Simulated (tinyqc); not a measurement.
Defect-molecule model of a vacancy with Jahn-Teller distortion: sweeps and comparisons. A value that a table varies takes the place of the one given here.

Four dangling hybrids a, b, c, d point into the vacancy: H_ii = E0, and -gm between any two. A tetragonal distortion Q pairs a with b and c with d: those two couplings become -gm - I Q and the other four -gm + I Q/2, at an elastic cost k Q^2/2. The a1 level holds two electrons; charge states 2+, + and 0 put n = 0, 1, 2 more into the lowest level of t2 origin. Energy from the 2+ state at Q = 0, with the Fermi level mu counted from Ev: W_n(Q) = n (et - 2 I Q) + k Q^2/2 + Uc n (n - 1)/2 - n mu. et = E0 + gm is the undistorted t2 level.

Constants: kB = 8.617333262e-05 eV/K.

Parameters, chosen for this exercise (of the size used for the vacancy in silicon; not measured data):
- E0 = -0.14 eV (level of a dangling hybrid, from Ev)
- gm = 0.34 eV (coupling between two dangling hybrids)
- I = 0.94 eV/angstrom (Jahn-Teller coupling)
- k = 14 eV/angstrom^2 (force constant of the mode)
- Uc = 0.31 eV (repulsion of two electrons in one orbital)
- T = 150 K (temperature)
- mu1 = -0.02 eV (first Fermi level)

## Occupation against the Fermi level

Weights g_n exp(-W_n/kT) with W_n = n et - n^2 E_JT + Uc n (n - 1)/2 - n mu, E_JT = 2 I^2/k, degeneracies 1, 6 (spin and three axes) and 3; mu = mu1 + 0.03 j eV.

Shares:

| mu (eV) | 2+ | + | 0 | mean charge |
|---|---|---|---|---|
| -0.02 | 0.9958 | 0.0042 | 0.0000 | 1.9958 |
| 0.01 | 0.9586 | 0.0414 | 0.0000 | 1.9586 |
| 0.04 | 0.6943 | 0.3055 | 0.0001 | 1.6942 |
| 0.07 | 0.1818 | 0.8147 | 0.0035 | 1.1782 |
| 0.10 | 0.0205 | 0.9379 | 0.0416 | 0.9790 |
| 0.13 | 0.0015 | 0.6878 | 0.3107 | 0.6908 |
| 0.16 | 0.0000 | 0.1786 | 0.8214 | 0.1786 |
| 0.19 | 0.0000 | 0.0209 | 0.9791 | 0.0209 |
| 0.22 | 0.0000 | 0.0021 | 0.9979 | 0.0021 |

U_eff = Uc - 2 E_JT = +0.058 eV and kT = 12.9 meV (the vacancy in silicon is known as negative-U; these values are not). The + state reaches at most 93.8 % on these rows, at mu = 0.10 eV. The mean charge goes from 2.00 to 0.00. Rows with mu < 0 lie in the valence band and are formal.

## When U turns negative

The force constant is varied. E_JT = 2 I^2/k, E(2+/+) = et - E_JT, E(+/0) = et - 3 E_JT + Uc, U_eff = Uc - 2 E_JT.

Against k:

| k (eV/angstrom^2) | E_JT (eV) | (2+/+) (eV) | (+/0) (eV) | U_eff (eV) | Q of the neutral state (angstrom) |
|---|---|---|---|---|---|
| 8 | 0.2209 | -0.0209 | -0.1527 | -0.1318 | 0.4700 |
| 12 | 0.1473 | 0.0527 | 0.0682 | 0.0155 | 0.3133 |
| 16 | 0.1105 | 0.0896 | 0.1787 | 0.0891 | 0.2350 |
| 24 | 0.0736 | 0.1264 | 0.2891 | 0.1627 | 0.1567 |
| 32 | 0.0552 | 0.1448 | 0.3443 | 0.1996 | 0.1175 |
| 48 | 0.0368 | 0.1632 | 0.3996 | 0.2364 | 0.0783 |
| 64 | 0.0276 | 0.1724 | 0.4272 | 0.2548 | 0.0587 |
| 96 | 0.0184 | 0.1816 | 0.4548 | 0.2732 | 0.0392 |

k at which U_eff = 0 = 11.40 eV/angstrom^2

Levels below 0 lie in the valence band. U_eff is negative for k below 4 I^2/Uc = 11.4: 1 of the 8 rows. The gain grows as n^2, so the second electron wins 3 E_JT where the first wins E_JT. For a stiff lattice the levels tend to et = 0.200 and et + Uc = 0.510 eV.

## What each parameter does

E_JT = 2 I^2/k, E(2+/+) = et - E_JT, E(+/0) = et - 3 E_JT + Uc, U_eff = E(+/0) - E(2+/+); a1 level E0 - 3 gm. Each row changes one parameter from the base and keeps the others.

Results:

| case | (2+/+) (eV) | (+/0) (eV) | U_eff (eV) | a1 (eV) |
|---|---|---|---|---|
| base | 0.0738 | 0.1313 | 0.0575 | -1.1600 |
| E0 = -0.09 eV | 0.1238 | 0.1813 | 0.0575 | -1.1100 |
| gm = 0.38 eV | 0.1138 | 0.1713 | 0.0575 | -1.2800 |
| I = 1.034 eV/angstrom | 0.0473 | 0.0518 | 0.0045 | -1.1600 |
| k = 15.4 eV/angstrom^2 | 0.0852 | 0.1657 | 0.0805 | -1.1600 |
| Uc = 0.37 eV | 0.0738 | 0.1913 | 0.1175 | -1.1600 |

The largest shifts from the base row, up to three for each result and ties (the steps differ in size, so this ranks the rows, not the parameters). (2+/+) (eV): E0 +0.0500, gm +0.0400, I -0.0265; unchanged at the printed digits by Uc. (+/0) (eV): I -0.0795, Uc +0.0600, E0 +0.0500. U_eff (eV): Uc +0.0600, I -0.0530, k +0.0230; unchanged at the printed digits by E0 and gm. a1 (eV): gm -0.1200, E0 +0.0500; unchanged at the printed digits by I, k and Uc. E0 and gm move both levels alike, so U_eff depends on I, k and Uc alone.

(tinyqc, `OMP_NUM_THREADS=1 python tinyqc.py 1482089 1482090 out.jsonl`, Intel(R) Xeon(R) Processor @ 2.30GHz, 1 thread, shared host, about 0.01 s.)
